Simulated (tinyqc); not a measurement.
Spin coating of a resist or spin-on film: centrifugal thinning, evaporation and the final thickness (Emslie and Meyerhofer models): one step, computed by the program tinyqc. Command: `OMP_NUM_THREADS=1 python tinyqc.py 3111293 3111294 out.jsonl spincoat walk`. One thread of a shared host (Intel(R) Xeon(R) Processor @ 2.30GHz), about 0.07 s of CPU time with the checks.

A Newtonian film stays uniform over the wafer; solvent and solids have the same density and the concentration is uniform through the thickness.

Question. The two-stage estimate. Meyerhofer estimate: flow rules until (1 - c0) K h^3 = e, then evaporation alone: h_w = (e/((1 - c0) K))^(1/3), dry film c0 h_w.

Inputs (values chosen for the exercise, of the order of those of a polymer resist in an ester solvent): solids volume fraction c0 = 0.21.

evaporation rate e = 0.42 micrometre/s

flow constant K = 1.384024e-04 1/(micrometre^2 s)

Give: wet thickness h_w; dry film, estimate; drying time (1 - c0) h_w/e.

Answer.

wet thickness h_w = 15.66 micrometre

dry film, estimate = 3289 nm

drying time (1 - c0) h_w/e = 29.46 s
